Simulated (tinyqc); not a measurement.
# Abrupt p-n junction, non-linear Poisson equation by Newton steps: what changes with what

One dimension, p side on the left, n side on the right; net doping C = -Na for x < 0 and +Nd for x > 0. The potential psi is counted from the intrinsic level, and the quasi-Fermi potentials are flat: 0 for holes and -V for electrons, so n = ni exp((psi + V)/Vt) and p = ni exp(-psi/Vt) (Boltzmann statistics, full ionisation, no current).

Parameters, values chosen for the exercise; band and dielectric values close to those of 4H silicon carbide: temperature T = 300 K; band gap Eg = 3.29 eV; relative permittivity eps_r = 9.69; conduction-band density of states at T Nc = 1.7e19 cm^-3; valence-band density of states at T Nv = 2.46e19 cm^-3; acceptor density of the p side Na = 1.8e15 cm^-3; donor density of the n side Nd = 6.1e16 cm^-3; bias of the p side against the n side V = 0 V.

Constants: q = 1.602176634e-19 C, kB = 1.380649e-23 J/K, Vt = kB T/q, eps0 = 8.8541878128e-14 F/cm where lengths are in cm. Results are converted to the units shown.

Each table varies one quantity; the others keep the values above.

## Capacitance and field against bias

The Poisson equation d/dx(eps0 eps_r dpsi/dx) = -q (p - n + C) is solved on a mesh of more than 1000 nodes that ends in neutral material (psi_p = -Vt ln(Na/ni), psi_n = Vt ln(Nd/ni) - V). C_j = q d/dV of the integral of p over x, from the linearised equation. ni = sqrt(Nc Nv) exp(-Eg/(2 Vt)), Eg in volts. Depletion approximation: Vbi = Vt ln(Na Nd/ni^2), W = sqrt(2 eps0 eps_r (Vbi - V)(1/Na + 1/Nd)/q), xp = W Nd/(Na + Nd), xn = W Na/(Na + Nd), peak field 2 (Vbi - V)/W, capacitance eps0 eps_r/W. The last column applies it to an abrupt Na-Nd junction.

Results:
```
V (V)  peak |E| (kV/cm)  C_j (nF/cm^2)  1/C_j^2 (cm^4/uF^2)  eps0 eps_r/C_j (nm)  abrupt depletion C (nF/cm^2)
0                 43.22          6.498              2.368e4                 1320                         6.439
-0.25             45.05          6.230              2.576e4                 1377                         6.178
-0.5              46.80          5.993              2.785e4                 1432                         5.947
-0.75             48.50          5.781              2.993e4                 1484                         5.739
-1                50.15          5.589              3.201e4                 1535                         5.552
-1.25             51.74          5.416              3.409e4                 1584                         5.382
-1.5              53.29          5.258              3.617e4                 1632                         5.227
-2                56.27          4.979              4.033e4                 1723                         4.953
```

Estimate the missing row, V = -1.75 V.

Computed row:
```
V (V)  peak |E| (kV/cm)  C_j (nF/cm^2)  1/C_j^2 (cm^4/uF^2)  eps0 eps_r/C_j (nm)  abrupt depletion C (nF/cm^2)
-1.75             54.80          5.113              3.825e4                 1678                         5.085
```

With this row back in the table: With V going from 0 to -2 V, C_j falls from 6.50 to 4.98 nF/cm^2 and the peak field rises from 43.2 to 56.3 kV/cm. The slope of 1/C_j^2, read as N = 2/(q eps0 eps_r |slope|), gives 1.75e15 cm^-3 between the first two rows and 1.75e15 cm^-3 between the last two, against Na Nd/(Na + Nd) = 1.75e15 cm^-3; the slopes of all rows agree within 0.06 %, as for uniform doping at both edges. At the end C_j goes as (Vbi - V)^(-0.51) with Vbi = 2.90 V, and it is 0.53 % above the abrupt depletion formula (at the first row 0.92 % above it).

## Effect of the doping Na

Exact first integral for an abrupt junction with thick neutral sides: psi_p = -Vt ln(Na/ni), psi_n = Vt ln(Nd/ni) - V, psi_j = (Nd psi_n + Na psi_p - Vt (Nd - Na))/(Na + Nd) at the junction, n_j = ni exp((psi_j + V)/Vt), p_j = ni exp(-psi_j/Vt), and E_j^2 = (2 q/(eps0 eps_r)) [Nd (psi_n - psi_j - Vt) + Vt (n_j + p_j)] (minority densities of the neutral sides neglected).

The same in every row: ni (cm^-3) = 4.741e-9.

Results:
```
Na (cm^-3)  Vbi (V)  W (nm)  share of W on the n side (%)  peak field, depletion (kV/cm)  peak field, exact (kV/cm)
2e15          2.901    1267                         3.175                          45.81                      45.47
5.4e15        2.927   794.9                         8.133                          73.64                      72.98
1.4e16        2.951   526.9                         18.67                          112.0                      111.0
3.8e16        2.977   369.0                         38.38                          161.4                      159.9
9.9e16        3.002   291.9                         61.88                          205.7                      203.9
2.6e17        3.027   256.1                         81.00                          236.3                      234.3
1.8e18        3.077   236.3                         96.72                          260.4                      258.5
```

Estimate the missing row, Na = 6.9e17 cm^-3.

Computed row:
```
Na (cm^-3)  Vbi (V)  W (nm)  share of W on the n side (%)  peak field, depletion (kV/cm)  peak field, exact (kV/cm)
6.9e17        3.052   241.5                         91.88                          252.8                      250.6
```

With this row back in the table: As Na rises, Vbi rises from 2.90 to 3.08 V, 59.5 mV a decade (Vt ln 10), and W falls from 1270 to 236 nm. The exponent d ln W/d ln Na is -0.47 between the first two rows and -0.02 between the last two: the lighter-doped side sets the width, and Na passes Nd = 6.1e16 cm^-3 within the table. The depletion field is 0.74 % above the exact one in the first row and 0.75 % above it in the last.

tinyqc, about 0.03 s, one thread, Intel Xeon 2.30GHz (shared host): `OMP_NUM_THREADS=1 python tinyqc.py 2000092 2000093 out.jsonl`
